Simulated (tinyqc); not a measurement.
Worked calculation: self-consistent Fermi level with native defects, at growth and after a quench. Computed by tinyqc, a small Python program that keeps every step. Command: `OMP_NUM_THREADS=1 python tinyqc.py 3026255 3026256 out.jsonl scfermi walk`. One thread of a shared host (Intel(R) Xeon(R) Processor @ 2.30GHz), about 0.04 s of CPU time with the checks. Intermediate numbers are printed to about 5 digits and carried at full precision; extremes and crossings named in words are read from the listed rows.

Energies are counted from the top of the valence band (VBM); when the gap shrinks with temperature the conduction band moves and the levels stay. D and A draw on one reservoir with opposite signs, as the two vacancies of a compound do.

Inputs (values chosen for the exercise, for a model semiconductor):
```
quantity                                value   unit
gap E_g at 300 K                         2.34     eV
slope -dE_g/dT above 300 K            0.00041   eV/K
electron mass m_e                       0.424    m_0
valleys M_c                                 3      -
hole mass m_h                           0.961    m_0
E_f of the neutral native donor D       2.244     eV
E_f of the neutral native acceptor A   0.8969     eV
shift s of the chemical potential        0.17     eV
site density N_s                      3.8e+22  cm^-3
dopant density N_X                          0  cm^-3
growth temperature T_g                   1200      K
temperature of use T                      200      K
```

Added shallow dopant: none.

levels of D above the VBM, most positive state first (eV): 1.15  1.5

levels of A above the VBM, (0/-1) first (eV): 0.735

Constants: m_0 = 9.1093837015e-31 kg; k_B = 1.380649e-23 J/K; h = 6.62607015e-34 J s; k_B = 8.617333262e-05 eV/K.

## Formation energies at E_F = 0

E_f(D, 0) = input + s and E_f(A, 0) = input - s; E_f(q, E_F = 0) follows from the levels, eps(q/q-1) = E_f(q - 1) - E_f(q) at E_F = 0.

E_f(q, E_F = 0) (eV): D(+2) -0.2360, D(+1) 0.9140, D(0) 2.4140, A(0) 0.7269, A(-1) 1.4619

## Bands at growth

E_g(T) = E_g - slope x max(0, T - 300 K). N_c = 2 M_c (2 pi m_e k_B T/h^2)^(3/2) and N_v = 2 (2 pi m_h k_B T/h^2)^(3/2), masses in units of m_0. At growth T = T_g.

E_g(T_g) = 1.971 eV

N_c(T_g) = 1.6628e+20 cm^-3

N_v(T_g) = 1.8912e+20 cm^-3

k_B T_g = 0.10341 eV

## Charges across the gap at T_g

n = N_c F_1/2((E_F - E_g)/k_B T), p = N_v F_1/2(-E_F/k_B T). F_1/2(eta) = (2/sqrt(pi)) int_0^infinity sqrt(x)/(1 + exp(x - eta)) dx, by the trapezoid rule in t = sqrt(x) with step 0.02 up to t = 12 (for eta < -12 by exp(eta) - exp(2 eta)/2^(3/2)). In equilibrium c_q = N_s exp(-(E_f(q, 0) + q E_F)/k_B T). Net charge = p - n + sum q c_q; the log ratio is ln(positive charge/negative charge). Entries near or above N_s lie outside the dilute limit and only show that E_F cannot go there.

Densities (cm^-3):
```
E_F (eV)           n           p  charge on D  charge on A  log ratio
0.099     2.2844e+12  6.4405e+19   1.0975e+23   7.1756e+16     14.241
0.394     3.9603e+13  4.1557e+18   3.6531e+20   1.2439e+18      5.694
0.690     6.9322e+14  2.3916e+17   1.1988e+18   2.1774e+19     -2.718
0.985     1.2017e+16  1.3801e+16   4.3679e+15   3.7748e+20     -9.942
1.281     2.1026e+17  7.8847e+14   3.5915e+13   6.6075e+21    -15.897
1.577     3.6537e+18  4.5044e+13   1.3546e+12   1.1566e+23    -21.637
1.872     5.6625e+19  2.5983e+12   7.5841e+10   2.0051e+24    -27.343
```

## Equilibrium at growth

E_F is the root of the log ratio, by 50 bisections between -0.5 eV and E_g + 0.5 eV.

E_F at growth = 0.59252 eV

n at growth = 2.7008e+14 cm^-3

p at growth = 6.1342e+17 cm^-3

Defects at growth:
```
state  E_f (eV)   c (cm^-3)
D(+2)    0.9490  3.9261e+18
D(+1)    1.5065  1.7892e+16
D(0)     2.4140  2.7633e+12
A(0)     0.7269  3.3646e+19
A(-1)    0.8694  8.4833e+18
```

total D = 3.9440e+18 cm^-3

total A = 4.2130e+19 cm^-3

The largest part of the positive charge comes from charged D (93 %) and that of the negative charge from charged A (100 %). Caution: above about 2e19 cm^-3 defects interact, pair and form bands, which the dilute model leaves out.

## After the quench to T

After a quench the totals of D and A stay as grown, and each is shared among its charge states with weights exp(-(E_f(q, 0) + q E_F)/k_B T).

E_F after the quench = 0.70970 eV

n after the quench = 9.3713e-23 cm^-3

p after the quench = 16.824 cm^-3

Frozen defects:
```
state   c (cm^-3)  share of its total
D(+2)  3.9440e+18          1.0000e+00
D(+1)  3.1682e+07          8.0329e-12
D(0)   3.8554e-13          9.7754e-32
A(0)   3.4242e+19          8.1277e-01
A(-1)  7.8880e+18          1.8723e-01
```

The material is insulating: E_F lies so deep that free carriers are negligible. E_F lies within 1.5 k_B T of the level of A at 0.735 eV.

## Slow cooling against a quench

Each E_F by bisection; full equilibrium lets the defects form and vanish at every T.

Two histories (densities in cm^-3):
```
T (K)  E_F, equilibrium (eV)           n           p  all defects  E_F, frozen (eV)   n, frozen   p, frozen
1000                 0.58899  5.2939e+12  1.5468e+17   1.0445e+19           0.61001  6.7563e+12  1.2121e+17
800                  0.58644  1.5892e+10  2.0806e+16   1.1649e+18           0.63388  3.1627e+10  1.0455e+16
600                  0.58801  1.2200e+06  7.6939e+14   3.2010e+16           0.65909  4.8244e+06  1.9457e+14
400                  0.61180  1.7678e-02  7.1231e+11   2.7132e+13           0.68440  1.4522e-01  8.6708e+10
200                  0.66209  5.9183e-24  2.6639e+02   1.8577e+04           0.70970  9.3713e-23  1.6824e+01
```

At 200 K equilibrium would leave 18600 defects per cm^3 against 4.61e19 frozen in, and E_F differs by +0.048 eV. Both histories end semi-insulating. Real samples lie between, set by the temperature at which diffusion stops.

Checks made by the program: neutrality at growth (relative difference below 1e-10).
